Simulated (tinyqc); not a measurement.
# Hot electrons in a saturated n-channel MOSFET, lucky-electron model: effects of single changes

Beyond pinch-off the lateral field grows as Esat cosh(y/l) over the velocity-saturated region (pseudo-two-dimensional model). Impact ionisation in this region gives the substrate current, which biases the body forward through Rsub. Currents are per width. Local-field laws: they overstate ionisation when the field peak is narrower than an energy relaxation length.

Parameters, values chosen for the exercise; values close to those of silicon n-channel devices:

| symbol | value | unit | meaning |
|---|---|---|---|
| L | 0.25 | um | channel length |
| tox | 6.2 | nm | oxide thickness |
| xj | 84 | nm | junction depth |
| VT | 0.53 | V | threshold |
| mu | 330 | cm^2/(V s) | effective mobility |
| vs | 9.4e6 | cm/s | saturation velocity |
| Ai | 2e6 | 1/cm | ionisation prefactor |
| Bi | 1.82 | MV/cm | ionisation field |
| Rd | 700 | ohm um | resistance of the lightly doped drain |
| Rsub | 27000 | ohm um | substrate resistance |
| kb | 0.38 |  | fall of VT per volt of forward body bias |
| m | 3.3 |  | lifetime exponent |
| Hl | 3100 | s uA/um | lifetime constant |
| Vd | 2.5 | V | drain voltage |
| Vg | 1.5 | V | gate voltage |

Constants: eps0 = 8.8541878128e-14 F/cm where lengths are in cm. Results are converted to the units shown.

Each table varies one quantity; the others keep the values above.

## Effect of the junction depth

Cox = 3.9 eps0/tox, l = sqrt(3 tox xj), Esat = 2 vs/mu. Overdrive g = Vg - VT + kb Vb; Vdsat = g Esat L/(g + Esat L); Id = Cox vs (g - Vdsat); dV = Vd - Id Rd - Vdsat; Em = sqrt((dV/l)^2 + Esat^2); Isub = Id (Ai/Bi) l Em exp(-Bi/Em). Vb = Rsub Isub is solved self-consistently. Lifetime tau = (Hl/Id)(Isub/Id)^(-m); 1 year = 3.15576e7 s.

Effect of the junction depth:

| xj (nm) | Id (uA/um) | Em (MV/cm) | Isub (uA/um) | Isub/Id | tau (years) |
|---|---|---|---|---|---|
| 46 | 282.0 | 0.5688 | 21.03 | 0.07457 | 0.001830 |
| 62 | 251.6 | 0.5046 | 12.86 | 0.05110 | 0.007140 |
| 84 | 231.5 | 0.4427 | 7.294 | 0.03151 | 0.03827 |
| 110 | 220.2 | 0.3920 | 4.130 | 0.01875 | 0.2230 |
| 150 | 212.6 | 0.3394 | 1.963 | 0.009233 | 2.394 |
| 210 | 208.4 | 0.2896 | 0.7722 | 0.003705 | 49.69 |

As xj goes from 46 to 210 nm, Em falls from 0.569 to 0.290 MV/cm, Isub falls from 21.0 to 0.772 uA/um and tau rises from 0.00183 to 49.7 years. From the first row to the last, log10(tau) changes by 4.4: 4.3 from (Isub/Id)^(-m), which holds Em and l, and 0.13 from 1/Id. At xj = 46 nm the body is biased forward by over 0.45 V, close to turning on the parasitic bipolar transistor.

## Effect of the resistance of the lightly doped drain

Same model as above.

Effect of the resistance of the lightly doped drain:

| Rd (ohm um) | Id (uA/um) | Em (MV/cm) | Isub (uA/um) | Isub/Id | tau (years) |
|---|---|---|---|---|---|
| 0 | 247.0 | 0.4798 | 11.59 | 0.04692 | 0.009643 |
| 150 | 243.0 | 0.4715 | 10.49 | 0.04315 | 0.01292 |
| 300 | 239.4 | 0.4635 | 9.496 | 0.03966 | 0.01731 |
| 500 | 235.2 | 0.4530 | 8.324 | 0.03539 | 0.02567 |
| 800 | 229.8 | 0.4376 | 6.825 | 0.02970 | 0.04685 |
| 1200 | 224.0 | 0.4177 | 5.209 | 0.02325 | 0.1078 |
| 1600 | 219.5 | 0.3982 | 3.930 | 0.01790 | 0.2607 |

What does the table show?

As Rd goes from 0 to 1600 ohm um, Em falls from 0.480 to 0.398 MV/cm, Isub falls from 11.6 to 3.93 uA/um and tau rises from 0.00964 to 0.261 years. From the first row to the last, log10(tau) changes by 1.4: 1.4 from (Isub/Id)^(-m), which holds Em and l, and 0.051 from 1/Id. The price is 0.351 V dropped over Rd in the last row.

## Effect of the gate voltage

Same model as above.

Effect of the gate voltage:

| Vg (V) | Id (uA/um) | Em (MV/cm) | Isub (uA/um) | Isub/Id | tau (years) |
|---|---|---|---|---|---|
| 0.68 | 8.5389 | 0.59714 | 1.0511 | 0.12310 | 0.011562 |
| 0.91 | 50.788 | 0.54391 | 4.2260 | 0.083209 | 0.0070784 |
| 1.14 | 114.03 | 0.49952 | 6.4724 | 0.056761 | 0.011140 |
| 1.36 | 184.05 | 0.46341 | 7.2964 | 0.039644 | 0.022560 |
| 1.59 | 262.87 | 0.43006 | 7.1317 | 0.027130 | 0.055222 |
| 1.82 | 345.80 | 0.39966 | 6.3188 | 0.018273 | 0.15468 |
| 2.04 | 428.41 | 0.37242 | 5.2288 | 0.012205 | 0.47295 |
| 2.27 | 518.08 | 0.34525 | 3.9902 | 0.0077019 | 1.7869 |
| 2.5 | 611.09 | 0.31898 | 2.8169 | 0.0046097 | 8.2422 |

Read the table: what changes, and by how much?

As Vg goes from 0.68 to 2.5 V, Em falls from 0.597 to 0.319 MV/cm, Isub goes from 1.05 through a maximum of 7.30 (at Vg = 1.36 V among the rows listed) to 2.82 uA/um and tau goes from 0.0116 through a minimum of 0.00708 (at Vg = 0.91 V among the rows listed) to 8.24 years. Id grows with Vg while the rising Vdsat lowers the field, hence the bell shape; the peak row has Vg/Vd = 0.54. At Vg = 0.68 V Isub/Id passes 0.1, where multiplication of the secondary carriers, left out here, counts.

Numbers from tinyqc (`OMP_NUM_THREADS=1 python tinyqc.py 2550097 2550098 out.jsonl`; about 0.01 s on one thread of a shared Intel Xeon 2.30GHz).
